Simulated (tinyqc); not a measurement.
Two-dimensional dopant profile at a mask edge: lateral junction, overlap and effective channel length: one step, computed by the program tinyqc.

Ions enter for y < 0; the mask (spacer, then gate) covers y > 0. x is the depth. The surface reflects dopant during the anneal.

Problem. Widths and vertical profile. Widths s_x^2 = (vertical straggle)^2 + 2 D t, s_y^2 = (lateral straggle)^2 + 2 D t. C(x, y) = V(x) (1/2) erfc(y/(sqrt2 s_y)), V(x) = Q/(sqrt(2 pi) s_x) [exp(-(x - R_p)^2/(2 s_x^2)) + exp(-(x + R_p)^2/(2 s_x^2))]; 1 nm = 1e-7 cm. The vertical junction far from the mask solves V(x) = C_B.

Inputs (values chosen for the exercise, modelled on a source-drain extension in silicon): dose Q = 6.4e+14 1/cm^2; projected range R_p = 39 nm; vertical straggle = 18 nm; lateral straggle = 15 nm; anneal budget D t = 4.7e-12 cm^2; channel doping C_B = 1.2e+18 1/cm^3.

Give: s_x; s_y; V at the surface; V at R_p; vertical junction x_j.

Solution.

s_x = 35.55 nm

s_y = 34.13 nm

V at the surface = 7.870e+19 1/cm^3

V at R_p = 7.829e+19 1/cm^3

vertical junction x_j = 140.7 nm
